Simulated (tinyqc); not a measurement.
Carrier lifetime of a p-type layer with SRH, radiative, Auger and surface recombination: two steps of the calculation.

Uniform excess density dn = dp (no trapping), n = n0 + dn, p = p0 + dn, Boltzmann statistics, full ionisation. Surfaces enter as a rate 2 S dn/d, which holds while diffusion to them is fast.

Parameters, values chosen for the exercise; band and dielectric values close to those of gallium arsenide: temperature T = 300 K; band gap Eg = 1.44 eV; conduction-band density of states at T Nc = 4.45e17 cm^-3; valence-band density of states at T Nv = 9.09e18 cm^-3; radiative coefficient B = 6.91e-10 cm^3/s; acceptor density N = 2.3e17 cm^-3; Auger coefficient (two electrons) Cn = 1.6e-30 cm^6/s; Auger coefficient (two holes) Cp = 2.1e-30 cm^6/s; trap density Nt = 5.5e10 cm^-3; capture cross-section for electrons sn = 2e-14 cm^2; capture cross-section for holes sp = 3e-16 cm^2; thermal velocity (both carriers) vth = 1.2e7 cm/s; trap level below the conduction band Et = 0.37 eV; surface recombination velocity (both faces) S = 0 cm/s; sample thickness d = 3 um; generation rate G = 1.4e23 cm^-3 s^-1.

Constants: q = 1.602176634e-19 C, kB = 1.380649e-23 J/K, Vt = kB T/q. Results are converted to the units shown.

Problem 1. Equilibrium densities and SRH constants. ni = sqrt(Nc Nv) exp(-Eg/(2 Vt)), Eg in volts; majority density N/2 + sqrt(N^2/4 + ni^2), n0 p0 = ni^2; n1 = Nc exp(-Et/Vt), p1 = Nv exp((Et - Eg)/Vt); tn0 = 1/(sn vth Nt), tp0 = 1/(sp vth Nt).

Find: ni; n0; p0; n1; p1; tn0; tp0.

Solution 1.

ni = 1.614e6 cm^-3
n0 = 1.133e-5 cm^-3
p0 = 2.300e17 cm^-3
n1 = 2.708e11 cm^-3
p1 = 9.624 cm^-3
tn0 = 7.576e-5 s
tp0 = 0.005051 s

Problem 2. New dn. With e = n p - ni^2 = dn (n0 + p0 + dn): U_SRH = e/(tp0 (n + n1) + tn0 (p + p1)), U_rad = B e, U_Aug = (Cn n + Cp p) e, U_s = 2 S dn/d. Substitution: tau = dn/U with U the sum, dn(new) = G tau.

dn after iteration 1 = 8.0975718e14 cm^-3
n0 = 1.1330805e-5 cm^-3
p0 = 2.3e17 cm^-3
n1 = 2.7079060e11 cm^-3
p1 = 9.6239869 cm^-3
tn0 = 7.5757576e-5 s
tp0 = 0.0050505051 s

Find: U_SRH; U_rad; U_Aug; U_s; tau; dn after iteration 2.

Solution 2.

U_SRH = 8.6621e18 cm^-3 s^-1
U_rad = 1.2915e23 cm^-3 s^-1
U_Aug = 9.0833e19 cm^-3 s^-1
U_s = 0 cm^-3 s^-1
tau = 6.2652e-9 s
dn after iteration 2 = 8.7712e14 cm^-3

Program tinyqc, `OMP_NUM_THREADS=1 python tinyqc.py 2300059 2300060 out.jsonl`; Intel Xeon 2.30GHz, shared host, one thread, about 0.01 s.
